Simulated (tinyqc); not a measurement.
# Frequency dispersion of an accumulation capacitance by border traps, distributed model: effects of single changes

Traps spread evenly through the insulator exchange electrons with the semiconductor by tunnelling, with tau(x) = t0 exp(2 ka x) at depth x from the interface. The admittance per area Y seen at depth x obeys dY/dx = -Y^2/(i w eps0 eox) + q Nb ln(1 + i w tau)/tau, with Y(0) = i w Cs and w = 2 pi f; the gate sees Y(tox) = G + i w C. Working variable y = Y/(i w), in uF/cm^2. Cox = eps0 eox/tox.

Parameters, values chosen for the exercise; permittivity close to that of zirconium oxide:
```
symbol,value,unit,meaning
eox,21.3,,relative permittivity of the insulator
tox,4.1,nm,insulator thickness
Cs,2.5,uF/cm^2,semiconductor capacitance in accumulation
Nb,3.8e18,cm^-3 eV^-1,density of border traps
ka,6.5,1/nm,decay constant of the wave function in the insulator
t0,5e-10,s,time constant of a trap at the interface
f,100,Hz,frequency
```

Constants: q = 1.602176634e-19 C, eps0 = 8.8541878128e-14 F/cm where lengths are in cm. Results are converted to the units shown.

Each table varies one quantity; the others keep the values above.

## Capacitance and loss against frequency

Cox; trap-free value 1/(1/Cox + 1/Cs); response depth d = ln(1/(w t0))/(2 ka), where w tau = 1; lumped estimate: all traps within d act as C_bt = q Nb d placed at d/2, so C = 1/{1/[1/(1/Cs + d/(2 eps0 eox)) + C_bt] + (tox - d/2)/(eps0 eox)}. C and G from a fine integration; dispersion -d C/d log10 f over C, from f times and over 1.1. For a broad spread of time constants G/w is close to -(pi/2) dC/d ln w.

The same in every row: trap-free C (uF/cm^2) = 1.620.

Result of one run:
```
f (Hz)  d (nm)  C (uF/cm^2)  G/w (uF/cm^2)  dispersion (% a decade)  -(pi/2) dC/d ln w (uF/cm^2)  lumped C (uF/cm^2)
10000   0.7976        1.645       0.003801                   0.3388                     0.003801               1.642
```

What becomes of these results when the frequency f is changed from 10000 to 1e5 Hz, all else the same?

Result of the changed run:
```
f (Hz)  d (nm)  C (uF/cm^2)  G/w (uF/cm^2)  dispersion (% a decade)  -(pi/2) dC/d ln w (uF/cm^2)  lumped C (uF/cm^2)
1e5     0.6204        1.639       0.003650                   0.3264                     0.003649               1.637
```

The whole series:
```
f (Hz)  d (nm)  C (uF/cm^2)  G/w (uF/cm^2)  dispersion (% a decade)  -(pi/2) dC/d ln w (uF/cm^2)  lumped C (uF/cm^2)
10       1.329        1.662       0.004279                   0.3772                     0.004278               1.659
100      1.152        1.656       0.004116                   0.3642                     0.004115               1.653
1000    0.9747        1.650       0.003957                   0.3514                     0.003956               1.648
10000   0.7976        1.645       0.003801                   0.3388                     0.003801               1.642
1e5     0.6204        1.639       0.003650                   0.3264                     0.003649               1.637
1e6     0.4433        1.634       0.003499                   0.3142                     0.003502               1.632
1e7     0.2662        1.629       0.003328                   0.3021                     0.003357               1.627
```

C falls from 1.662 to 1.629 uF/cm^2, towards the trap-free 1.620; each decade of frequency removes ln 10/(2 ka) = 0.177 nm from the response depth. The dispersion falls from 0.377 to 0.302 % a decade and G/w falls from 0.00428 to 0.00333 uF/cm^2. G/w lies between 0.991 and 1.00 times -(pi/2) dC/d ln w, the relation for a broad spread of time constants.

## Effect of the semiconductor capacitance in accumulation

Same model as above.

The same in every row: d (nm) = 1.152.

Effect of the semiconductor capacitance in accumulation:
columns A: Cs (uF/cm^2); B: C (uF/cm^2); C: G/w (uF/cm^2); D: dispersion (% a decade); E: -(pi/2) dC/d ln w (uF/cm^2); F: lumped C (uF/cm^2); G: trap-free C (uF/cm^2)
```
A          B         C        D         E       F       G
0.2   0.2604  0.006785    3.819  0.006785  0.2560  0.1917
0.39  0.4240  0.006438    2.226  0.006437  0.4198  0.3595
0.75  0.7023  0.005868    1.225  0.005868  0.6985  0.6449
1.4    1.121  0.005061   0.6617  0.005060   1.118   1.073
2.8    1.775  0.003920   0.3237  0.003919   1.772   1.741
5.4    2.506  0.002817   0.1647  0.002816   2.504   2.484
10     3.164  0.001981  0.09167  0.001979   3.162   3.151
20     3.747  0.001363  0.05321  0.001360   3.746   3.740
```

As Cs goes from 0.2 to 20, C rises from 0.260 to 3.75 uF/cm^2, the dispersion falls from 3.82 to 0.0532 % a decade and G/w falls from 0.00679 to 0.00136 uF/cm^2. The lumped estimate is 1.7 % below C in the first row and 0.032 % below it in the last. The same traps disperse C more when Cs is small, since they then add to the weaker series term.

Program tinyqc, `OMP_NUM_THREADS=1 python tinyqc.py 2202178 2202179 out.jsonl`; Intel Xeon 2.30GHz, shared host, one thread, about 0.3 s.
